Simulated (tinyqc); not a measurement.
From image to dissolution rate: chemically amplified photoresist: aerial image, acid generation, bake, development and line width. Computed by tinyqc, a small Python program. Command: `OMP_NUM_THREADS=1 python tinyqc.py 3017314 3017315 out.jsonl resist walk`. One thread of a shared host (Intel(R) Xeon(R) Processor @ 2.30GHz), about 0.03 s of CPU time with the checks.

Lines and spaces of pitch p with a two-beam-like image; x = 0 is the middle of the bright space. The resist is positive and treated as uniform in depth.

Inputs (values chosen for the exercise, for a model resist at 248 nm):
```
quantity                                         value     unit
pitch p                                            370       nm
image contrast c                                  0.77        -
mean dose E                                       6.22  mJ/cm^2
Dill parameter C                                 0.038  cm^2/mJ
quencher load q, relative to the acid generator   0.12        -
acid diffusivity D                                  13   nm^2/s
bake time t                                         90        s
amplification rate k_amp                         0.062      1/s
threshold protection m_th                         0.47        -
development selectivity n                           20        -
largest rate r_max                                 240     nm/s
smallest rate r_min                              0.017     nm/s
```

Method:
- Dose E(x) = E [1 + c cos(2 pi x/p)]; acid h = 1 - exp(-C E(x)).
- Bake: the acid image is blurred by a Gaussian of variance sigma^2 = 2 D t (each Fourier term k of h, taken on 64 points, is multiplied by exp(-4 pi^2 k^2 D t/p^2)).
- The quencher then removes q, h_eff = max(h_blurred - q, 0); protection m = exp(-k_amp t h_eff).
- Mack rate r = r_max (a + 1)(1 - m)^n/(a + (1 - m)^n) + r_min, a = ((n + 1)/(n - 1))(1 - m_th)^n.

Across half a pitch:
```
x/p   x (nm)  dose (mJ/cm^2)  blurred acid  protection m  rate (nm/s)
0.00     0.0          11.009       0.30522        0.3557   2.3479e+02
0.05    18.5          10.775       0.30051        0.3652   2.3303e+02
0.10    37.0          10.095       0.28672        0.3944   2.2289e+02
0.15    55.5           9.035       0.26499        0.4453   1.6620e+02
0.20    74.0           7.700       0.23714        0.5202   2.6473e+01
0.25    92.5           6.220       0.20565        0.6201   2.9565e-01
0.30   111.0           4.740       0.17352        0.7418   1.7123e-02
0.35   129.5           3.405       0.14397        0.8748   1.7000e-02
0.40   148.0           2.345       0.12013        0.9993   1.7000e-02
0.45   166.5           1.665       0.10465        1.0000   1.7000e-02
0.50   185.0           1.431       0.09928        1.0000   1.7000e-02
```

What does the comparison show, and why?

The dose varies by a factor 7.70 across the pattern and the rate by 13800.

Extremes, crossings and ranges named in words are read from the listed rows.
